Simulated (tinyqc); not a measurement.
Comparisons within one model: complex band structure along [001] in sp3s* tight binding. A value that a table varies takes the place of the one given here.

For k = (0, 0, kz) the phase sums are g0 = cos(phi) and g3 = i sin(phi), phi = kz a/4, and the s, pz, s* orbitals of anion (a) and cation (c) decouple from px, py. With z = exp(i phi), H(z) = H0 + z T + T^T/z for any complex z. H0 is diagonal (Esa, Epa, Exa, Esc, Epc, Exc). The anion-cation block is B(z) = z U + W/z and the cation-anion block z W^T + U^T/z, where U has Vss/2 (s,s), Vsapc/2 (s,z), -Vscpa/2 (z,s), Vxx/2 (z,z), Vxapc/2 (s*,z), -Vpaxc/2 (z,s*), and W has the same values with the s-z and s*-z signs reversed. |z| = 1 is a band state, |z| < 1 decays along [001] as exp(-kappa d) over a distance d, kappa = -(4/a) ln|z|. No spin-orbit coupling.

Parameters, chosen for this exercise (near a published set for Ge, fitted to gaps, whose masses and valley positions are rough (light masses up to twice too heavy); shifted at random, so the results belong to these values and not to a real crystal): p = (-5.901, 1.616, -5.901, 1.616, 6.393, 6.393, -6.759, 1.615, 4.888, 5.462, 5.462, 5.224, 5.224) eV (order Esa, Epa, Esc, Epc, Exa, Exc, Vss, Vxx, Vxy, Vsapc, Vscpa, Vxapc, Vpaxc); a = 5.66 angstrom (lattice constant); Eg = 0.748 eV (top of the energy range, the indirect gap); dE = 0.18 eV (E - Ev).

## Two branches across an indirect gap

Ev = 0.00100 eV

The smallest kappa with Re kz = 0 and the smallest with Re kz > 0, at energies E from Ev; a dash: no such root.

Decay constants:

| E/Eg | E (eV) | kappa at Gamma (1/angstrom) | kappa off Gamma (1/angstrom) | its Re kz (2 pi/a) |
|---|---|---|---|---|
| 0.05 | 0.0374 | 0.0217 | 0.4029 | 0.785 |
| 0.20 | 0.1496 | 0.0407 | 0.3740 | 0.788 |
| 0.35 | 0.2618 | 0.0499 | 0.3417 | 0.792 |
| 0.50 | 0.3740 | 0.0544 | 0.3051 | 0.795 |
| 0.65 | 0.4862 | 0.0550 | 0.2621 | 0.799 |
| 0.80 | 0.5984 | 0.0517 | 0.2088 | 0.803 |
| 0.90 | 0.6732 | 0.0467 | 0.1625 | 0.806 |
| 0.97 | 0.7256 | 0.0413 | 0.1191 | 0.808 |

The branch at Gamma decays more slowly on all rows listed; the other takes over only closer to its band edge, where its kappa goes to zero. The two differ in Re kz, so passing from one to the other needs kz from an abrupt interface, a steep field, a phonon or a defect. Valleys off the [001] axis, such as L, are not seen on these branches.

## Energy and lattice constant

The slowest root of the s-pz block and the heavy-hole branch, sinh^2(kappa a/4) = ((E - Epa)(E - Epc) - Vxx^2)/(Vxx^2 - Vxy^2), at E = Ev + dE with Ev the lower root of [[Epa, Vxx], [Vxx, Epc]]; the couplings are kept when a changes. Each row changes one parameter from the base and keeps the others.

Results:

| case | slowest kappa (1/angstrom) | heavy-hole kappa (1/angstrom) |
|---|---|---|
| base | 0.0438 | 0.1130 |
| dE = 0.21 eV | 0.0464 | 0.1214 |
| a = 5.83 angstrom | 0.0425 | 0.1097 |

The largest shifts from the base row, up to three for each result and ties (the steps differ in size, so this ranks the rows, not the parameters). slowest kappa (1/angstrom): dE +0.0026, a -0.0013. heavy-hole kappa (1/angstrom): dE +0.0084, a -0.0033. With the couplings fixed, kappa a stays, so kappa scales as 1/a.

(tinyqc, `OMP_NUM_THREADS=1 python tinyqc.py 1450267 1450268 out.jsonl`, Intel(R) Xeon(R) Processor @ 2.30GHz, 1 thread, shared host, about 0.01 s.)
